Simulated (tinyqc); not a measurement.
Carrier statistics of a doped semiconductor with parabolic bands: sweeps and comparisons. A value that a table varies takes the place of the one given here.

Eg(T) = Eg0 - al T^2/(T + be); m_de = Mv^(2/3) (ml mt^2)^(1/3); m_dh = (mhh^(3/2) + mlh^(3/2))^(2/3); Nc and Nv from N = 2 (m kB T/(4 pi c))^(3/2) with c = hbar^2/2m0, in 1/angstrom^3; times 1e24 for 1/cm^3.

Energies are counted from Ev, so Ec = Eg. n = Nc F_1/2((EF - Eg)/kT), p = Nv F_1/2(-EF/kT), ND+ = ND/(1 + 2 exp((EF - Eg + ED)/kT)), NA- = NA/(1 + 4 exp((EA - EF)/kT)); neutrality asks p + ND+ = n + NA-. F_j(eta) = (1/Gamma(j + 1)) integral_0^infinity x^j dx/(1 + exp(x - eta)), which tends to exp(eta) for eta << 0.

Constants: hbar^2/2m0 = 3.80998211 eV angstrom^2; kB = 8.617333262e-05 eV/K.

Inputs chosen for the exercise (near those of InSb; the results hold for these values, not for the real material): Eg0 = 0.2365 eV (gap at 0 K); al = 0.000322 eV/K (Varshni alpha); be = 180 K (Varshni beta); ml = 0.0141 m0 (longitudinal electron mass); mt = 0.0141 m0 (transverse electron mass); Mv = 1 (equivalent valleys); mhh = 0.455 m0 (heavy-hole mass); mlh = 0.0151 m0 (light-hole mass); ND = 1.4e+13 1/cm^3 (donors); NA = 4.6e+12 1/cm^3 (acceptors); ED = 0.00098 eV (donor level below Ec); EA = 0.00945 eV (acceptor level above Ev); T = 350 K.

## Temperature

Neutrality solved at each temperature; ni = sqrt(Nc Nv) exp(-Eg/2kT).

Carriers (1/cm^3):

| T (K) | EF (eV) | n | p | majority / \|ND - NA\| | ni | Eg (eV) |
|---|---|---|---|---|---|---|
| 10 | 0.2333 | 7.27e+12 | <1e-99 | 0.774 | 9.73e-45 | 0.2363 |
| 20 | 0.2283 | 8.82e+12 | 4.02e-41 | 0.938 | 1.89e-14 | 0.2359 |
| 40 | 0.2155 | 9.23e+12 | 2.62e-10 | 0.982 | 49.2 | 0.2342 |
| 77 | 0.1868 | 9.34e+12 | 5.98e+05 | 0.994 | 2.36e+09 | 0.2291 |
| 120 | 0.1494 | 1.04e+13 | 1.04e+12 | 1.11 | 3.29e+12 | 0.2210 |
| 200 | 0.1465 | 8.68e+14 | 8.60e+14 | 92.4 | 8.70e+14 | 0.2026 |
| 300 | 0.1574 | 1.76e+16 | 1.76e+16 | 1.87e+03 | 1.89e+16 | 0.1761 |
| 400 | 0.1714 | 8.25e+16 | 8.25e+16 | 8.78e+03 | 1.03e+17 | 0.1477 |
| 500 | 0.1885 | 2.09e+17 | 2.09e+17 | 2.23e+04 | 3.12e+17 | 0.1181 |
| 600 | 0.2076 | 3.93e+17 | 3.93e+17 | 4.18e+04 | 6.90e+17 | 0.0879 |

What does this show, and why?

Ionisation is incomplete: the majority density is below 90 % of the net doping at 10 K, down to a share of 0.77. It is within 10 % of the net doping at 20, 40 and 77 K. At 120, 200, 300, 400, 500 and 600 K thermal pairs lift it more than 10 % above the net doping; ni has reached 6.90e+17 1/cm^3 at 600 K against a net doping of 9.40e+12. For so narrow a gap the hottest rows are formal: EF can enter a band, where the Boltzmann ni is too large, and the crystal may melt. EF goes from 0.233 eV to 0.208 eV, where midgap is 0.044 eV and the intrinsic level (Boltzmann) 0.179 eV.

## Doping level

Only donors are present (NA = 0); eta is the distance of EF beyond the conduction edge in units of kT.

Neutral state:

| ND (1/cm^3) | EF (eV) | majority (1/cm^3) | ionised share | eta |
|---|---|---|---|---|
| 1.0e+14 | 0.1639 | 4.25e+16 | 0.313 | 0.06 |
| 1.0e+15 | 0.1641 | 4.27e+16 | 0.312 | 0.07 |
| 1.0e+16 | 0.1651 | 4.39e+16 | 0.304 | 0.10 |
| 1.0e+17 | 0.1741 | 5.49e+16 | 0.245 | 0.40 |
| 1.0e+18 | 0.2062 | 1.11e+17 | 0.101 | 1.46 |
| 3.0e+18 | 0.2274 | 1.63e+17 | 0.053 | 2.17 |
| 1.0e+19 | 0.2526 | 2.38e+17 | 0.024 | 3.00 |
| 3.0e+19 | 0.2767 | 3.22e+17 | 0.011 | 3.80 |

What does this show?

The impurity level lies at 0.1611 eV. The ionised share falls from 0.313 to 0.011 as EF moves further beyond it; it is below one half from 1e+14 1/cm^3 on. Over the last two rows the doping grows threefold and the majority density by a factor 1.36. EF comes within 3 kT of the majority band edge from 1e+14 1/cm^3 on. With a gap of only 5.4 kT the crystal is intrinsic at low doping, and EF can lie near or inside the band with the lighter mass. Above roughly 1e+14 1/cm^3 (N^(1/3) a = 0.26, with the radius a = sqrt(c/(m E)) from the ionisation energy E and the mass (ml mt^2)^(1/3)) the levels merge with the band and real ionisation is complete; sharp levels then overstate freeze-out.

## What each input does

Neutrality solved anew for each case. Each row changes one parameter from the base and keeps the others.

Results:

| case | EF (eV) | n (1/cm^3) | p (1/cm^3) |
|---|---|---|---|
| base | 0.1639 | 4.25e+16 | 4.25e+16 |
| T = 370 K | 0.1668 | 5.66e+16 | 5.66e+16 |
| ND = 2.8e+13 1/cm^3 | 0.1639 | 4.25e+16 | 4.25e+16 |
| NA = 2.3e+12 1/cm^3 | 0.1639 | 4.25e+16 | 4.25e+16 |
| Eg0 = 0.2865 eV | 0.1867 | 2.00e+16 | 2.00e+16 |
| mt = 0.0169 m0 | 0.1609 | 4.70e+16 | 4.70e+16 |
| mhh = 0.546 m0 | 0.1686 | 4.79e+16 | 4.79e+16 |
| ED = 0.0015 eV | 0.1639 | 4.25e+16 | 4.25e+16 |

What can be read from the table?

The largest shifts from the base row, up to three for each result and ties (the steps differ in size, so this ranks the rows, not the parameters). EF (eV): Eg0 +0.0228, mhh +0.0046, mt -0.0031; unchanged at the printed digits by ND, NA and ED. n (1/cm^3): Eg0 -2.25e+16, T +1.41e+16, mhh +5.36e+15; unchanged at the printed digits by ND, NA and ED. p (1/cm^3): Eg0 -2.25e+16, T +1.41e+16, mhh +5.36e+15; unchanged at the printed digits by ND, NA and ED.

tinyqc: `OMP_NUM_THREADS=1 python tinyqc.py 1682296 1682297 out.jsonl`; about 0.01 s, one thread, shared Intel(R) Xeon(R) Processor @ 2.30GHz.
